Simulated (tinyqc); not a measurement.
Gate work function from the charge.

Problem. For an undoped double gate, Q = 8 eps0 eps_r Vt beta tan(beta)/ts with 0 < beta < pi/2, and at the source (Vg - dphi)/(2 Vt) - ln[(2/ts) sqrt(2 eps0 eps_r Vt/(q ni))] = ln(beta) - ln(cos beta) + 2 r beta tan(beta), r = eps_r tox/(eox ts). Find beta and dphi.

Inputs (values chosen for the exercise); material values those of a made-up semiconductor:
```
symbol  value  unit                                      meaning
T         273     K                                  temperature
eps_r    14.5         relative permittivity of the semiconductor
eox      7.74        relative permittivity of the gate insulator
tox         2    nm                          insulator thickness
ts         20    nm                               body thickness
Vg       0.43     V                                 gate voltage
```

Constants: q = 1.602176634e-19 C, kB = 1.380649e-23 J/K, Vt = kB T/q, eps0 = 8.8541878128e-14 F/cm where lengths are in cm. Results are converted to the units shown.

Qs = 0.10110107 nC/cm^2
ni = 8.5237812e6 cm^-3

Solution. beta tan(beta) rises from 0 without bound on the interval, so the charge fixes beta; the second relation is then explicit in dphi.

beta = 0.0289
dphi = 0.0200 V

tinyqc, about 0.02 s, one thread, Intel Xeon 2.30GHz (shared host): `OMP_NUM_THREADS=1 python tinyqc.py 2440141 2440142 out.jsonl`
